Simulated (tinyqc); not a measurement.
Finite-size error of a charged defect in a periodic cell: Madelung and Makov-Payne terms. Which input was changed? Computed by tinyqc, a small Python program. Command: `OMP_NUM_THREADS=1 python tinyqc.py 3010377 3010378 out.jsonl imagecharge which`. One thread of a shared host (Intel(R) Xeon(R) Processor @ 2.30GHz), about 0.5 s of CPU time with the checks.

L is the cube root of the cell volume. The defect charge is a Gaussian, rho(r) = q (2 pi sigma^2)^(-3/2) exp(-r^2/2 sigma^2), repeated periodically in a uniform neutralising background and screened by a continuum. The model cell energy is E(L) = E_0 + [periodic - isolated electrostatic energy].

Inputs (values chosen for the exercise, with screening close to that of GaAs):
```
quantity,value,unit
charge q,3,e
cell length L,16,angstrom
dielectric constant eps,13.3,-
width sigma of the defect charge,1.1,angstrom
formation energy of the isolated defect E_0,4.598,eV
```

Supercell lattice: fcc. Screening: isotropic.

Constants: e^2/(4 pi eps_0) = 14.39964548 eV angstrom.

Method:
- Cell vectors: (0,1,1), (1,0,1), (1,1,0), scaled to volume L^3.
- Ewald sum for a unit point charge: scale each Cartesian component of the cell by 1/sqrt(eps_i), giving R', G' and V'; E = [ (1/2) sum erfc(eta R')/R' + (2 pi/V') sum exp(-G'^2/4 eta^2)/G'^2 - eta/sqrt(pi) - pi/(2 V' eta^2) ] e^2/(4 pi eps_0) / sqrt(eps_x eps_y eps_z), over n_i = -6..6, omitting n = (0,0,0), eta = 2/V'^(1/3). alpha = -2 E eps_g L/(e^2/(4 pi eps_0)), eps_g = (eps_x eps_y eps_z)^(1/3).
- Periodic energy of the Gaussian: (2 pi q^2/V) sum_(G != 0) exp(-sigma^2 G^2)/(G.eps.G) x e^2/(4 pi eps_0), n_i = -k..k with k = max(9, L/sigma rounded up). Isolated energy: q^2/(2 sqrt(pi) sigma) <1/(n.eps.n)> e^2/(4 pi eps_0), the mean over directions n, here 1/eps.
- Second radial moment Q = q <r^2> = 3 q sigma^2; E(corrected) = E(L) + q^2 alpha e^2/(4 pi eps_0)/(2 eps L) - 2 pi q Q e^2/(4 pi eps_0)/(3 eps L^3). Errors left are the corrected energies less E_0.

Task: One of these inputs alone was changed, within the range given: cell length L (8 to 30); dielectric constant eps (6.65 to 26.6); width sigma of the defect charge (0.6 to 2.2). Which one, and to what value?

Results:
```
run,error left after the first term (eV),point-charge correction -q^2 E (eV),isolated energy (eV)
before,0.01808623,0.879493,2.498878
after,0.02405468,1.169725,3.323508
```

Result:

Each candidate set to reproduce error left after the first term, and what it then gives:
```
candidate,range searched,value needed,point-charge correction -q^2 E (eV),isolated energy (eV)
cell length L (angstrom),8 to 30,14.55,0.9672,2.4989
dielectric constant eps,6.65 to 26.6,10.00,1.1697,3.3235
width sigma of the defect charge (angstrom),0.6 to 2.2,1.269,0.8795,2.1668
```

Only dielectric constant eps fits every result: it went from 13.3 to 10.0. The next best candidate, cell length L, misses one result by 25 %.
